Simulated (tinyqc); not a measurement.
Stoner model of a band magnet at zero temperature: one step, computed by the program tinyqc.

Five orbitals per spin share one band; u = (E - E_bottom)/W runs from 0 to 1, and the states per spin, atom and energy are g = 5 d(u)/W with d = (8/pi) sqrt(u (1 - u)). N(u) is the integral of d from 0. The moment m = n_up - n_down (electrons per atom) moves the fillings to n +/- m/10; the energy is E(m) = E_band(m) - I m^2/4.

Question. The paramagnetic state. Solve N(u_F) = n; g_F = 5 d(u_F)/W; the Stoner product is I g_F.

Inputs (values chosen for the exercise, for a model d band): band width W = 5 eV; filling n per spin orbital = 0.2; Stoner parameter I = 1.17 eV.

Density of states: semi-elliptic.

Give: u_F; g_F; Stoner product I g_F.

Answer.

u_F = 0.2541

g_F = 1.109 1/eV

Stoner product I g_F = 1.297

I g_F > 1: the paramagnet is unstable.
